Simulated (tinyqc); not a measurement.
Inputs raised by 5 %, one at a time: shallow acceptor in the spherical model (Baldereschi-Lipari), strong spin-orbit limit. Computed by tinyqc, a small Python program. Command: `OMP_NUM_THREADS=1 python tinyqc.py 3016888 3016889 out.jsonl acceptor sens`. One thread of a shared host (Intel(R) Xeon(R) Processor @ 2.30GHz), about 0.03 s of CPU time with the checks.

The 1S(3/2) state has an s envelope f(r) and a d envelope g(r). In effective units they obey -(f'' + 2f'/r + 2f/r) + mu (g'' + 5g'/r + 3g/r^2) = E f and -(g'' + 2g'/r - 6g/r^2 + 2g/r) + mu (f'' - f'/r) = E g. The cubic term, the split-off band and the central cell are left out.

Inputs (values chosen for the exercise, modelled on GaSb):

| quantity | value | unit |
|---|---|---|
| Luttinger gamma_1 | 13.5 | - |
| Luttinger gamma_2 | 4.78 | - |
| Luttinger gamma_3 | 5.88 | - |
| dielectric constant eps | 16 | - |

Constants: Ry = 13.605693123 eV; a_0 = 0.529177210903 angstrom.

Method:
- Ry* = Ry/(gamma_1 eps^2), a* = a_0 eps gamma_1, mu = (6 gamma_3 + 4 gamma_2)/(5 gamma_1), delta = (gamma_3 - gamma_2)/gamma_1; spherical masses 1/(gamma_1 (1 - mu)) (heavy) and 1/(gamma_1 (1 + mu)) (light).
- Basis: f_i = exp(-zeta_i r), g_i = r exp(-zeta_i r), weight r^2 dr, s = zeta_i + zeta_j. S_ff = 2/s^3, H_ff = zeta_i zeta_j S_ff - 2/s^2; S_gg = 24/s^5, H_gg = 8/s^3 + 24 zeta_i zeta_j/s^5 - 12/s^4; H(f_i, g_j) = mu (6 zeta_i^2/s^4 + 2 zeta_i/s^3); S_fg = 0. Each function is normalised by sqrt(S_ii).
- Large basis: zeta_i = 0.08 x 1.55^(i-1), i = 1..20 in each channel; overlap eigenvalues below 1e-11 are dropped.
- Binding energies are -E Ry*; the mass that fits is E(1S) eps^2/Ry.

Runs:

| input moved | from | to | 1S(3/2) binding energy (meV) | 2S(3/2) binding energy (meV) | d weight of 1S(3/2) | light-hole mass (m_0) |
|---|---|---|---|---|---|---|
| base run | - | - | 10.42 | 3.128 | 0.3032 | 0.04102 |
| Luttinger gamma_1 | 13.5 | 14.175 | 8.53 | 2.537 | 0.2724 | 0.03991 |
| Luttinger gamma_2 | 4.78 | 5.019 | 11.12 | 3.348 | 0.3151 | 0.04070 |
| Luttinger gamma_3 | 5.88 | 6.174 | 11.80 | 3.563 | 0.3254 | 0.04043 |
| dielectric constant eps | 16 | 16.8 | 9.45 | 2.837 | 0.3032 | 0.04102 |

Exponents ln(y'/y) / ln(x'/x):

| input | 1S(3/2) binding energy | 2S(3/2) binding energy | d weight of 1S(3/2) | light-hole mass |
|---|---|---|---|---|
| Luttinger gamma_1 | -4.092 | -4.286 | -2.194 | -0.560 |
| Luttinger gamma_2 | 1.328 | 1.396 | 0.789 | -0.160 |
| Luttinger gamma_3 | 2.548 | 2.672 | 1.448 | -0.294 |
| dielectric constant eps | -2.000 | -2.000 | 0.000 | 0.000 |

Which inputs matter most for each result?

Among the inputs moved here: 1S(3/2) binding energy answers most in size to Luttinger gamma_1 (exponent -4.092), next to Luttinger gamma_3 (+2.548). Its exponent -2.000 in dielectric constant eps: Ry* scales as 1/eps^2. 2S(3/2) binding energy answers most in size to Luttinger gamma_1 (exponent -4.286), next to Luttinger gamma_3 (+2.672). Its exponent -2.000 in dielectric constant eps: Ry* scales as 1/eps^2. d weight of 1S(3/2) answers most in size to Luttinger gamma_1 (exponent -2.194), next to Luttinger gamma_3 (+1.448); its exponent is below 0.0005 for dielectric constant eps. Light-hole mass answers most in size to Luttinger gamma_1 (exponent -0.560), next to Luttinger gamma_3 (-0.294); its exponent is below 0.0005 for dielectric constant eps.
